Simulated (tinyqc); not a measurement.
Comparisons within one model: donor near an oxide interface in a gate field (two-state model). A value that a table varies takes the place of the one given here.

Interface at z = 0 (hard wall), donor at z = d, field F pulling electrons to the interface: potential e F z; 1 kV/cm = 1e-5 eV/angstrom, c = hbar^2/2m0, q = e^2/(4 pi eps0), Q = (eps - eo)/(eps + eo). Donor state: E_D = e F d - ED - q Q/(4 eps d), the last term joining the images of ion and electron. Interface state: z exp(-b z/2) exp(-rho^2/(2 L^2)) with E_z = c b^2/(4 mz) + 3 e F/b + q Q b/(8 eps), minimised over b; in the plane at z = 3/b the ion (distance D = d - 3/b) and its image (D' = d + 3/b) give E_rho = c/(mt L^2) - (q/eps)(sqrt(pi)/L)[erfcx(D/L) + Q erfcx(D'/L)], erfcx(x) = exp(x^2) erfc(x), minimised over L. E_I = E_z + E_rho.

The two states couple by t = t0 exp(-D/aD) with t0 = q/(eps aD) (2 aD/L) sqrt(aD b/2) v, v a valley factor; this form is an estimate. With detuning u = E_D - E_I the splitting is sqrt(u^2 + 4 t^2) and the lower state has weight (1 - u/sqrt(u^2 + 4 t^2))/2 on the donor.

Constants: hbar^2/2m0 = 3.80998211 eV angstrom^2; e^2/(4 pi eps0) = 14.39964547 eV angstrom.

Inputs chosen for the exercise (near those of a donor in Si below Si3N4, static dielectric constants; shifted at random, so the results belong to these values and not to a real crystal):

| symbol | value | unit | meaning |
|---|---|---|---|
| d | 60 | angstrom | depth of the donor |
| ED | 45.8 | meV | bulk binding energy |
| mz | 0.92 | m0 | mass across the interface |
| mt | 0.192 | m0 | mass in the plane |
| eps | 11.2 |  | dielectric constant of the semiconductor |
| eo | 7.5 |  | dielectric constant of the oxide |
| aD | 14.6 | angstrom | donor radius |
| v | 0.48 |  | valley factor |
| Fl | (106.655, 123.32, 129.986, 133.319, 136.652, 143.318, 159.983) | kV/cm | fields |
| dl | (65, 90, 120, 155, 200, 250) | angstrom | depths |

## Sweeping the field

Both levels, the splitting, the donor weight and the mean depth w d + (1 - w) 3/b.

Results:

| F (kV/cm) | E_D (meV) | E_I (meV) | splitting (meV) | donor weight | mean depth (angstrom) |
|---|---|---|---|---|---|
| 106.655 | 17.133 | 25.584 | 9.45 | 0.947 | 58.3 |
| 123.320 | 27.132 | 30.390 | 5.07 | 0.822 | 53.9 |
| 129.986 | 31.132 | 32.228 | 3.92 | 0.640 | 47.5 |
| 133.319 | 33.131 | 33.132 | 3.72 | 0.500 | 42.5 |
| 136.652 | 35.131 | 34.025 | 3.83 | 0.356 | 37.4 |
| 143.318 | 39.131 | 35.783 | 4.90 | 0.158 | 30.1 |
| 159.983 | 49.130 | 40.031 | 9.71 | 0.031 | 24.7 |

E_D rises by 0.60 and E_I by 0.27 meV per kV/cm, so they cross once, near 133.3 kV/cm, where the splitting is 2t = 3.72 meV. The donor weight passes from 0.85 to 0.15 while the detuning goes from -2t to 2t, a window of 23 kV/cm or 17 % of the field; across the table the charge moves by 34 angstrom.

## Depth of the donor

Critical field, and the coupling, E_rho and L at that field.

Results:

| d (angstrom) | critical field (kV/cm) | e F d/ED | t (meV) | E_rho (meV) | L (angstrom) |
|---|---|---|---|---|---|
| 65 | 119.5 | 1.695 | 1.3 | -17.64 | 60 |
| 90 | 78.1 | 1.534 | 0.23 | -13.20 | 76 |
| 120 | 54.7 | 1.433 | 0.030 | -10.17 | 93 |
| 155 | 40.3 | 1.363 | 0.0028 | -8.04 | 112 |
| 200 | 29.9 | 1.308 | 0.00013 | -6.35 | 134 |
| 250 | 23.2 | 1.267 | 4.7e-06 | -5.16 | 158 |

The critical field falls from 119 to 23 kV/cm, with exponent -1.22 in d, while t drops by a factor 2.8e+05, about e for each 15 angstrom at the end (aD = 14.6). One lattice plane (1.36 angstrom) of misplacement changes t by 9 % and the critical field by about 1.4 % at 120 angstrom.

## What each parameter does

Critical field (E_D = E_I), and t and L there. Each row changes one parameter from the base and keeps the others.

Results:

| case | critical field (kV/cm) | t (meV) | L (angstrom) |
|---|---|---|---|
| base | 133.3 | 1.86 | 56.8 |
| d = 50 angstrom | 172.9 | 3.78 | 50.0 |
| ED = 51.8 meV | 151.1 | 1.74 | 57.6 |
| aD = 16.1 angstrom | 133.3 | 2.44 | 56.8 |
| mz = 0.782 m0 | 139.9 | 1.96 | 56.1 |
| mt = 0.221 m0 | 130.7 | 2.00 | 53.1 |
| eo = 11.2 | 127.1 | 1.75 | 58.7 |
| eps = 11.9 | 137.8 | 1.68 | 58.4 |

The largest shifts from the base row, up to three for each result and ties (the steps differ in size, so this ranks the rows, not the parameters). critical field (kV/cm): d +39.6, ED +17.8, mz +6.6; unchanged at the printed digits by aD. t (meV): d +1.92, aD +0.580, eps -0.174. L (angstrom): d -6.8, mt -3.7, eo +1.9; unchanged at the printed digits by aD.

tinyqc: `OMP_NUM_THREADS=1 python tinyqc.py 1250807 1250808 out.jsonl`; about 0.07 s, one thread, shared Intel(R) Xeon(R) Processor @ 2.30GHz.
